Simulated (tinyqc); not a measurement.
What the shift does to the intrinsic density: temperature and isotope dependence of a band gap in oscillator models.

E(T) = E0 - sum_i sl_i th_i n_i(T), n = 1/(exp(th/T) - 1). The same coupling lowers the gap at 0 K by the zero-point term ZP = sum_i sl_i th_i/2, so the gap of the static lattice is E0 + ZP. Thermal expansion is taken as part of the slopes.

Constants: kB = 8.617333262e-05 eV/K; hbar^2/2m0 = 3.80998211 eV angstrom^2.

Parameters, chosen for this exercise (near those of Ge; the results hold for these values, not for the real material):
```
symbol  value             unit   meaning
E0      0.744             eV     gap at 0 K
th      (81, 342)         K      temperatures of two oscillators
sl      (0.0675, 0.3295)  meV/K  their high-temperature slopes
mm      0.47              m0     geometric mean of the density-of-states masses
```

ni = 2 (mm kT/(4 pi c))^(3/2) exp(-E/2kT), c = hbar^2/2m0, with E(T) and with E0; 1 angstrom^-3 = 1e24 cm^-3. Apparent gap from an Arrhenius plot of ni/T^(3/2): E(T) - T dE/dT, dE/dT = -sum sl_i (th_i/T)^2 n_i (1 + n_i).

Results:
```
T (K)  E(T) (eV)  ni (cm^-3)  ni with E(T) / ni with E0  apparent gap (eV)
200       0.7082    5.26e+09                      2.828             0.7734
250       0.6912    6.63e+11                      3.404             0.7786
300       0.6734    1.78e+13                      3.919             0.7823
350       0.6550    1.96e+14                      4.374             0.7851
400       0.6363    1.22e+15                      4.773             0.7872
500       0.5981    1.68e+16                      5.434             0.7903
700       0.5206    3.85e+17                      6.373             0.7939
```

Using E0 in place of E(T) understates ni by a factor that rises from 2.83 to 6.37, towards exp(sum sl/2kB) = 10.0. The slope of an Arrhenius plot returns neither E(T) nor E0 but the intercept of the tangent, 0.7823 eV at 300 K, which lies 38 meV above E0 and tends to the static gap 0.8031 eV.

Computed by tinyqc, a small Python program: `OMP_NUM_THREADS=1 python tinyqc.py 1880331 1880332 out.jsonl` (the numbers bound the seed that draws the inputs); one thread of a shared host (Intel(R) Xeon(R) Processor @ 2.30GHz), about 0.01 s for the whole set of steps.
